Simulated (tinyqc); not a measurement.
# Margin needed against array size

Cells fail independently with probability Q(k) = erfc(k/sqrt(2))/2 when the margin is k standard deviations, and Y = exp(-Nb Q(k)). phi = exp(-k^2/2)/sqrt(2 pi).  k solves Y = exp(-Nb Q(k)); the estimate is sqrt(2 ln(Nb/(-ln Y))).

Inputs (values chosen for the exercise): wanted yield Y = 0.54.

Margin needed against array size:
```
Nb	allowed Q	k	estimate
4096	1.504e-4	3.615	4.196
65536	9.402e-6	4.279	4.811
1048576	5.876e-7	4.860	5.357
16777216	3.673e-8	5.383	5.851
268435456	2.295e-9	5.861	6.308
4294967296	1.435e-10	6.306	6.733
68719476736	8.967e-12	6.722	7.133
```

What does the table show?

A 1.68e7-fold larger array raises k only from 3.61 to 6.72; the last factor of 16 costs 0.42 standard deviations. The estimate, which drops the factor 1/(k sqrt(2 pi)) of the tail, is 16 % above k in the first row and 6.1 % above it in the last.

Computed by the program tinyqc: `OMP_NUM_THREADS=1 python tinyqc.py 2090074 2090075 out.jsonl`, one thread of a shared Intel Xeon 2.30GHz, about 0.01 s for the whole run.
